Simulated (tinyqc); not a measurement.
## Loss and coupling from a measured resonance

Inverse problem. An all-pass ring of radius Rr has F = FSR/FWHM = pi sqrt(a t)/(1 - a t) and Tmin = (a - t)^2/(1 - a t)^2; it is known to be undercoupled (t > a). a = 10^(-al L/20), L = 2 pi Rr, k2 = 1 - t^2, FSR = lam^2/(ng L). Find ng, al and k2.

Values chosen for this exercise: cold resonance wavelength lam = 1310 nm; ring radius Rr = 20 um.

FSR = 3.236087652 nm
FWHM = 43.63471041 pm
Tmin (linear) = 0.3262063655

Answer. The finesse gives the product a t, Tmin the difference |a - t|; the spectrum alone cannot tell which is which.

ng = 4.220
al = 23.00 dB/cm
k2 = 0.01800

Numbers from tinyqc (`OMP_NUM_THREADS=1 python tinyqc.py 2650121 2650122 out.jsonl`; about 0.01 s on one thread of a shared Intel Xeon 2.30GHz).
